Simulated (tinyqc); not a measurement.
# Delay unit and parasitic delay from two ring oscillators

Problem. A ring of 31 inverters oscillates at 1/(2 x 31 d), with stage delay d = tau (h + p) for fan-out h. Find tau, p and the delay at fan-out 4.

frequencies of 31-stage ring oscillators with fan-out 1 and 5 (GHz): [1.9312274, 0.80678643]

Answer. d is a straight line in h with slope tau and intercept tau p.

tau = 2.910 ps
p = 1.870
delay at fan-out 4 = 17.08 ps

tinyqc, about 0.01 s, one thread, Intel Xeon 2.30GHz (shared host): `OMP_NUM_THREADS=1 python tinyqc.py 2082172 2082173 out.jsonl`
